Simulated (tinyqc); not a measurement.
Electrons shared among three sets of ellipsoidal valleys: sweeps and comparisons. A value that a table varies takes the place of the one given here.

F_j(eta) = (1/Gamma(j + 1)) integral_0^infinity x^j dx/(1 + exp(x - eta)), which tends to exp(eta) for eta << 0.

Sets Gamma, L, X: N_i = M_i times N = 2 (m kB T/(4 pi c))^(3/2) with c = hbar^2/2m0, in 1/angstrom^3; times 1e24 for 1/cm^3, m = (ml mt^2)^(1/3); n = sum_i N_i F_1/2((EF - dE_i)/kT), energies from the edge of the first set; mu_drift = sum of share times mobility.

Constants: hbar^2/2m0 = 3.80998211 eV angstrom^2; kB = 8.617333262e-05 eV/K.

Values chosen for the exercise (masses and offsets near those of InP; mobilities are free inputs, held fixed; shifted at random, so the results belong to these values and not to a real crystal):
```
symbol  value                    unit        meaning
dE      (0, 0.471, 0.798)        eV          edges of Gamma, L, X above the first
M       (1, 4, 3)                            valleys in each set
ml      (0.078, 1.774, 1.353)    m0          longitudinal masses of Gamma, L, X
mt      (0.078, 0.1343, 0.2641)  m0          transverse masses
mu      (5500, 460, 280)         cm^2/(V s)  mobility of each set
n       9.6e+17                  1/cm^3      total electron density
T       500                      K
```

## Transfer between valleys with temperature

Offsets, masses and mobilities are held fixed; n is fixed too, so the high values of T stand for hot electrons, not for the lattice.

Populations:
```
T (K)  EF (eV)  share Gamma  share L  share X  mu_drift
77      0.0447       1.0000   0.0000   0.0000      5500
150     0.0420       1.0000   0.0000   0.0000      5500
300     0.0302       1.0000   0.0000   0.0000      5500
450     0.0112       0.9998   0.0002   0.0000      5499
600    -0.0137       0.9955   0.0045   0.0000      5477
900    -0.0820       0.9208   0.0777   0.0015      5101
1200   -0.1847       0.7220   0.2636   0.0144      4096
2000   -0.6111       0.2799   0.6035   0.1166      1850
```

The share of Gamma goes from 1.000 to 0.280 and the mean mobility from 5500 to 1850 cm^2/(V s). Gamma and L hold equal numbers between T = 1200 and 2000 K. The share of X is at most 0.12.

## Transfer between valleys with doping

Parabolic valleys; band tails and gap narrowing are left out.

Populations:
```
n (1/cm^3)  EF (eV)  share Gamma  share L  share X  mu_drift
1.0e+16     -0.2053       0.9994   0.0006   0.0000      5497
1.0e+17     -0.1049       0.9994   0.0006   0.0000      5497
1.0e+18      0.0058       0.9992   0.0008   0.0000      5496
3.0e+18      0.0778       0.9986   0.0014   0.0000      5493
1.0e+19      0.2081       0.9913   0.0086   0.0000      5456
3.0e+19      0.3897       0.8145   0.1854   0.0001      4565
1.0e+20      0.5163       0.3702   0.6291   0.0007      2326
```

The share of Gamma goes from 0.999 to 0.370 and the mean mobility from 5497 to 2326 cm^2/(V s). Gamma and L hold equal numbers between n = 3e+19 and 1e+20 1/cm^3. Where EF lies more than about 0.2 eV up a light valley, its parabolic form fails. The share of X is at most 0.00072.

## Moving the second set by strain or alloying

The second entry of dE is replaced by the values listed; a negative value puts that set lowest.

Populations:
```
offset (eV)  EF (eV)  share Gamma  share L  share X  mu_drift
-0.100       -0.2590       0.0030   0.9970   0.0000       475
-0.050       -0.2092       0.0095   0.9905   0.0000       508
0.000        -0.1601       0.0295   0.9705   0.0000       609
0.025        -0.1361       0.0513   0.9487   0.0000       718
0.050        -0.1128       0.0872   0.9128   0.0000       899
0.100        -0.0700       0.2263   0.7737   0.0000      1601
0.150        -0.0360       0.4652   0.5348   0.0000      2805
0.200        -0.0140       0.7204   0.2796   0.0000      4091
0.300         0.0013       0.9607   0.0393   0.0000      5302
```

The share of Gamma goes from 0.003 to 0.961 and the mean mobility from 475 to 5302 cm^2/(V s). Gamma and L hold equal numbers between offset = 0.15 and 0.2 eV. The share of X is at most 4.8e-07. With Boltzmann statistics the first two sets are equal at kT ln(N_2/N_1) = 0.1505 eV.

## What moves the populations

All else solved anew. Each row changes one parameter from the base and keeps the others.

Results:
```
case                              EF (eV)  share Gamma  share L  share X  mu_drift (cm^2/(V s))
base                               0.0035       0.9992   0.0008   0.0000                   5496
T = 550 K                         -0.0048       0.9980   0.0020   0.0000                   5490
n = 2.88e+18 1/cm^3                0.0746       0.9986   0.0014   0.0000                   5493
dE = (0, 0.3768, 0.798) eV         0.0032       0.9931   0.0069   0.0000                   5465
mt = (0.078, 0.1612, 0.2641) m0    0.0035       0.9991   0.0009   0.0000                   5495
ml = (0.078, 2.1288, 1.353) m0     0.0035       0.9991   0.0009   0.0000                   5496
mu = (6600, 460, 280) cm^2/(V s)   0.0035       0.9992   0.0008   0.0000                   6595
```

The largest shifts from the base row, up to three for each result and ties (the steps differ in size, so this ranks the rows, not the parameters). EF (eV): n +0.0711, T -0.0083, dE -0.0003; unchanged at the printed digits by mt, ml and mu. share Gamma: dE -0.0061, T -0.0012, n -0.0006; unchanged at the printed digits by mu. share L: dE +0.0061, T +0.0012, n +0.0006; unchanged at the printed digits by mu. share X: unchanged at the printed digits by T, n, dE, mt, ml and mu. mu_drift (cm^2/(V s)): mu +1099, dE -31, T -6; unchanged at the printed digits by ml.

Run: tinyqc, `OMP_NUM_THREADS=1 python tinyqc.py 1682224 1682225 out.jsonl`; Intel(R) Xeon(R) Processor @ 2.30GHz, one thread, shared host; about 0.01 s of CPU time with all checks.
